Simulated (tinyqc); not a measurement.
# Polarisation charge from two barrier thicknesses

Inverse problem. VT = phiB - dEc - q sigma d/(eps0 eps_r). Find sigma, phiB - dEc and the thickness at which VT = 0.

Parameters, values chosen for the exercise: relative permittivity of barrier and channel eps_r = 9.3.

Constants: q = 1.602176634e-19 C, eps0 = 8.8541878128e-14 F/cm where lengths are in cm. Results are converted to the units shown.

VT for d = 15 and 21 nm (V): [-1.6158398, -2.5975998]

Answer. VT is linear in d.

sigma = 8.410e12 cm^-2
phiB - dEc = 0.8386 V
thickness for VT = 0 = 5.125 nm

tinyqc, about 0.01 s, one thread, Intel Xeon 2.30GHz (shared host): `OMP_NUM_THREADS=1 python tinyqc.py 2570061 2570062 out.jsonl`
